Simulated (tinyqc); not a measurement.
Inside a calculation. Model: implant damage, amorphisation by cascade overlap, and solid-phase epitaxial regrowth. Computed by tinyqc, a small Python program that keeps every step. Command: `OMP_NUM_THREADS=1 python tinyqc.py 3114144 3114145 out.jsonl sper walk`. One thread of a shared host (Intel(R) Xeon(R) Processor @ 2.30GHz), about 0.01 s of CPU time with the checks. Intermediate numbers are printed to about 7 digits and carried at full precision; extremes and crossings named in words are read from the listed rows.

Range and width of the damage are inputs. Dynamic annealing enters only through the surviving share f.

Inputs (values chosen for the exercise, modelled on antimony ions in silicon):
```
quantity                            value    unit
atomic density N                     49.9  1/nm^3
ion Z1                                 51       -
ion mass M1                         121.8       u
target Z2                              14       -
target mass M2                      28.09       u
ion energy E                           26     keV
displacement energy E_d                14      eV
depth of the damage peak R_d           14      nm
width of the damage profile s_d       6.4      nm
share of defects that survive f      0.95       -
critical displaced share x_c        0.086       -
dose Q                            2.5e+14  1/cm^2
overlaps needed n                       1       -
area amorphised by one track A_i      0.5    nm^2
regrowth prefactor v0             3.9e+15    nm/s
regrowth energy E_a                   2.7      eV
anneal temperature                    607       C
rate relative to (100)               0.33       -
peak enhancement by the dopant        1.9       -
ramp rate                              56     K/s
```

Constants: a_0 = 0.529177210903 angstrom; e^2/(4 pi eps_0) = 14.39964548 eV angstrom; k_B = 8.617333262e-05 eV/K.

## Damage energy and displacements per ion

Robinson partition: eps = E a M2/(Z1 Z2 (e^2/(4 pi eps_0)) (M1 + M2)), a = 0.8853 a_0/sqrt(Z1^(2/3) + Z2^(2/3)); k = 0.0793 Z1^(2/3) Z2^(1/2) (M1 + M2)^(3/2)/((Z1^(2/3) + Z2^(2/3))^(3/4) M1^(3/2) M2^(1/2)); damage energy T_d = E/(1 + k (eps + 0.40244 eps^(3/4) + 3.4008 eps^(1/6))); displacements nu = 0.8 T_d/(2 E_d).

reduced energy eps = 0.05019909

k = 0.1130010

damage energy T_d = 20.90197 keV

T_d/E = 0.8039220

displacements per ion nu = 597.1992

20 % of the energy goes to electrons.

## The amorphous layer

Displaced share x(z) = f nu Q exp(-(z - R_d)^2/(2 s_d^2))/(sqrt(2 pi) s_d N); the layer is amorphous where x > x_c, between R_d -/+ s_d sqrt(2 ln(x_max/x_c)), the upper edge being cut at the surface. Threshold dose Q_c = Q x_c/x_max.

peak displaced share x_max = 1.771791

threshold dose Q_c = 1.213462e+13 1/cm^2

upper edge = 0 nm

lower edge = 29.74296 nm

The layer reaches the surface. Caution: x above 1 counts atoms displaced more than once.

## Damage left below the interface

Displaced atoms per area beyond the lower edge z2: f nu Q (1/2) erfc((z2 - R_d)/(sqrt2 s_d)); they are not removed by regrowth.

share of the damage beyond z2 = 0.006950010

displaced atoms beyond z2 = 9.857533e+14 1/cm^2

## Layer against dose

The formulas are those given above.

Dose series; the last column is f nu Q erfc((z2 - R_d)/(sqrt2 s_d))/2:
```
Q (1/cm^2)     x_max  upper edge (nm)  lower edge (nm)  displaced atoms beyond z2 (1/cm^2)
1.33e+13    0.094259         11.25916         16.74084                        2.521987e+15
1.82e+13    0.128986          8.23745         19.76255                        1.899430e+15
3.03e+13    0.214741          5.34184         22.65816                        1.513676e+15
4.85e+13    0.343727          3.34635         24.65365                        1.320573e+15
8.49e+13    0.601700          1.37589         26.62411                        1.169271e+15
1.46e+14    1.034726          0.00000         28.27514                        1.065002e+15
3.03e+14    2.147410          0.00000         30.23550                        9.615583e+14
6.07e+14    4.301907          0.00000         31.90277                        8.872881e+14
```

A dose 46 times larger moves the lower edge from 16.7 to 31.9 nm, as the root of a logarithm, and the damage beyond it falls by a factor 2.8, since the edge lies on an ever steeper tail. The layer reaches the surface at Q_c exp(R_d^2/(2 s_d^2)) = 1.33e14 per cm^2.

## Overlap model

Gibbons model: a point turns amorphous after n + 1 hits; with y = A_i Q the amorphous share is 1 - exp(-y) sum_(k=0..n) y^k/k!. Doses are set by y.

Amorphous share:
```
y    Q (1/cm^2)  direct impact (n = 0)    given n
0.1    2.00e+13              0.0951626  0.0046788
0.3    6.00e+13              0.2591818  0.0369363
0.6    1.20e+14              0.4511884  0.1219014
1.0    2.00e+14              0.6321206  0.2642411
2.0    4.00e+14              0.8646647  0.5939942
3.0    6.00e+14              0.9502129  0.8008517
5.0    1.00e+15              0.9932621  0.9595723
8.0    1.60e+15              0.9996645  0.9969808
```

At small y the share grows as y^2; between the first rows the exponent is 1.88.

## Isothermal regrowth

v = v0 x orientation factor x exp(-E_a/(k_B T)) x [1 + (enhancement - 1) exp(-(z - R_d)^2/(2 s_d^2))], T = anneal temperature + 273.15 K; the dopant is taken to follow the damage profile; the lower front moves from the lower edge z2 to the surface, or to the middle (z1 + z2)/2 of a buried layer with upper edge z1; time = int dz/v; the equivalent undoped distance is that time times the undoped velocity.

undoped velocity = 0.4459211 nm/s

distance to regrow = 29.74296 nm

time without enhancement = 66.70004 s

equivalent undoped distance = 20.96728 nm

time with enhancement = 47.02015 s

The rate doubles for each 17 K or so near this temperature.

## Regrowth during a ramp

On a linear ramp from 200 C regrowth ends at the T_f where int v_undoped dT/(ramp rate) equals the equivalent undoped distance.

temperature at which regrowth ends = 733.0930 C

Checks made by the program: tail against quadrature of x(z) N (relative difference below 1e-10).
